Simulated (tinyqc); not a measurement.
# Worked calculation: ellipsometry and reflectance of a transparent film on an absorbing substrate

Numbers from tinyqc (`OMP_NUM_THREADS=1 python tinyqc.py 2870162 2870163 out.jsonl`; about 0.01 s on one thread of a shared Intel Xeon 2.30GHz). Printed values are rounded.

Air (index 1), film, substrate with N2 = n2 - i k2; time factor exp(+i w t). q_j = sqrt(N_j^2 - sin^2 th), root with positive real part. Fresnel coefficients r_s = (q_a - q_b)/(q_a + q_b), r_p = (N_b^2 q_a - N_a^2 q_b)/(N_b^2 q_a + N_a^2 q_b). tan(Psi) exp(i Delta) = R_p/R_s, Delta taken from 0 to 360 degrees.

Parameters, values chosen for the exercise; indices close to those of photoresist on silicon:
```
symbol  value     unit                                  meaning
lam       405       nm                               wavelength
th         70  degrees                       angle of incidence
n1      1.648                     index of the transparent film
d         120       nm                           film thickness
n2       5.42                            index of the substrate
k2      0.329           extinction coefficient of the substrate
```

## Interface coefficients and thickness period

q0, q1, q2 and the coefficients r01 and r12 for p and s; the results repeat in d with the period lam/(2 q1).

q0 = 0.342020
q1 = 1.35384
q2 = 5.33823-0.33404i
r01,p = -0.186157
r01,s = -0.596641
r12,p = 0.466684-0.022992i
r12,s = -0.596396+0.020146i
period = 149.575 nm

## Psi, Delta and reflectances

beta = 2 pi d q1/lam, X = exp(-2 i beta), R = (r01 + r12 X)/(1 + r01 r12 X) for p and s.

beta = 2.52042 rad
X = 0.322582+0.946542i
R_p = -0.051431+0.444416i
R_s = -0.794605-0.260587i
Psi = 28.1464 degrees
Delta = 258.445 degrees
|R_p|^2 = 0.200151
|R_s|^2 = 0.699303

The bare substrate gives Psi = 19.30 and Delta = 175.51 degrees.
